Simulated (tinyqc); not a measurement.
# Short-channel transistor, virtual-source model with series resistance, step by step

Computed by the program tinyqc: `OMP_NUM_THREADS=1 python tinyqc.py 2380013 2380014 out.jsonl`, one thread of a shared Intel Xeon 2.30GHz, about 0.01 s for the whole run. Printed values are rounded.

The current per gate width is the charge at the top of the source barrier (the virtual source) times its velocity times a saturation function; al and be are fitting constants of the model. Units: I in uA/um, Rs in ohm um, so I Rs = 1e-6 I Rs in volts; Q in uC/cm^2, so I = 1e-4 Q vx0 Fsat with vx0 in cm/s.

Inputs (values chosen for the exercise): temperature T = 300 K; inversion capacitance Cinv = 3.07 uF/cm^2; velocity at the virtual source vx0 = 7.67e6 cm/s; apparent mobility mu = 590 cm^2/(V s); channel length L = 90 nm; threshold at zero drain voltage VT0 = 0.425 V; drain-induced barrier lowering dl = 0.156 V/V; subthreshold factor n0 = 1.35; growth of n with drain voltage nd = 0 1/V; threshold shift (in units of Vt) from weak to strong inversion al = 3.5; sharpness of saturation be = 2; series resistance of each contact Rs = 90 ohm um; gate voltage Vgs = 0.61 V; drain voltage Vds = 0.05 V.

Constants: q = 1.602176634e-19 C, kB = 1.380649e-23 J/K, Vt = kB T/q. Results are converted to the units shown.

## Iteration 1: current through the series resistance

I at the start = 0 uA/um

Intrinsic voltages Vg' = Vgs - I Rs, Vd' = Vds - 2 I Rs. n = n0 + nd Vd', VT = VT0 - dl Vd', Ff = 1/(1 + exp((Vg' - VT + al Vt/2)/(al Vt))), Q = Cinv n Vt ln(1 + exp((Vg' - VT + al Vt Ff)/(n Vt))), Vdsat = (vx0 L/mu)(1 - Ff) + Vt Ff, Fsat = u/(1 + u^be)^(1/be) with u = Vd'/Vdsat, and I(out) = Q vx0 Fsat per width. (Fsat takes the sign of u.) I(new) = I(out).

Vg' = 0.61 V
Vd' = 0.05 V
VT = 0.4172 V
Ff = 0.0671816
Q = 0.610916 uC/cm^2
Vdsat = 0.110877 V
Fsat = 0.411086
I(out) = 192.624 uA/um
I after iteration 1 = 192.624 uA/um

## Iteration 2: current through the series resistance

As before.

Vg' = 0.592664 V
Vd' = 0.0153277 V
VT = 0.422609 V
Ff = 0.0847544
Q = 0.546268 uC/cm^2
Vdsat = 0.109275 V
Fsat = 0.138908
I(out) = 58.2006 uA/um
I after iteration 2 = 58.2006 uA/um

## Iteration 3: current through the series resistance

As before.

Vg' = 0.604762 V
Vd' = 0.0395239 V
VT = 0.418834 V
Ff = 0.0721008
Q = 0.591257 uC/cm^2
Vdsat = 0.110428 V
Fsat = 0.336981
I(out) = 152.819 uA/um
I after iteration 3 = 152.819 uA/um

## Course of the iteration: current through the series resistance

Stop when I changes by less than 1e-7 uA/um, or after 80 iterations.

Course of the iteration:
```
iteration,I (uA/um),|change| (uA/um)
1,192.624,193
2,58.2006,134
3,152.819,94.6
4,86.2494,66.6
5,133.238,47.0
6,100.101,33.1
7,123.501,23.4
8,106.987,16.5
9,118.649,11.7
...,...,...
55,113.824,1.30e-6
56,113.824,9.16e-7
57,113.824,6.47e-7
58,113.824,4.57e-7
59,113.824,3.22e-7
60,113.824,2.28e-7
61,113.824,1.61e-7
62,113.824,1.14e-7
63,113.824,8.01e-8
```

Converged in 63 iterations. At the end each change is about 0.71 times the one before, with alternating sign: linear convergence.

## What the series resistance costs

converged I = 113.824 uA/um
I0 = 192.624 uA/um

Intrinsic voltages Vg' = Vgs - I Rs, Vd' = Vds - 2 I Rs. n = n0 + nd Vd', VT = VT0 - dl Vd', Ff = 1/(1 + exp((Vg' - VT + al Vt/2)/(al Vt))), Q = Cinv n Vt ln(1 + exp((Vg' - VT + al Vt Ff)/(n Vt))), Vdsat = (vx0 L/mu)(1 - Ff) + Vt Ff, Fsat = u/(1 + u^be)^(1/be) with u = Vd'/Vdsat, and I = Q vx0 Fsat per width. I0 is the current for Rs = 0. Effective velocity I/Q; transit time L Q/I.

loss against I0 = 40.9086 %
effective velocity = 1.98796e6 cm/s
transit time = 4.52725 ps

The carriers leave the virtual source at 25.9 % of vx0: Vd' is not large against Vdsat.
